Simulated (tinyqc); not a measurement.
Size effects in the resistivity of thin metal films and interconnect lines: one step, computed by the program tinyqc.

Electrons lose their drift at surfaces (a share 1 - p of the hits) and at grain boundaries (reflection R), besides bulk scattering. The line sits in a trench with a non-conducting liner on both walls and the bottom; the spacing equals the drawn width.

Question. Resistance and delay. Total: rho = rho_b [1 + surface excess + grain excess]; resistance per length rho/(w_m h_m); capacitance per length C = 2 k eps_0 (aspect ratio + 1/2), a parallel-plate estimate for two neighbours plus a fixed term for the planes above and below; delay 0.38 R C L^2; effective resistivity per drawn area.

Inputs (values chosen for the exercise, modelled on copper):
```
quantity                          value         unit
bulk resistivity rho_b             1.63  microohm cm
aspect ratio (height over width)    1.5            -
line length                         2.1   micrometre
permittivity of the dielectric k    3.1            -
```

Geometry: line.

rho/rho_b from surfaces = 2.069001

rho/rho_b from grains = 1.851567

metal width w_m = 5.2 nm

metal height h_m = 9.8 nm

share of the trench filled by metal = 65.53498 %

Constants: eps_0 = 8.8541878128e-12 F/m.

Give: resistivity rho; resistance per length; capacitance per length; RC delay; effective resistivity per drawn area.

Answer.

resistivity rho = 4.7605 microohm cm

resistance per length = 934.17 ohm/micrometre

capacitance per length = 0.10979 fF/micrometre

RC delay = 0.17188 ps

effective resistivity per drawn area = 7.2641 microohm cm

Of the factor 4.46 over bulk, scattering gives 2.92 and the liner 1.53; within scattering, surfaces outweigh grain boundaries (0.85 against 1.07, grains first). Caution: for lines much narrower than lambda adding the two film terms and the grain term underestimates the resistivity.
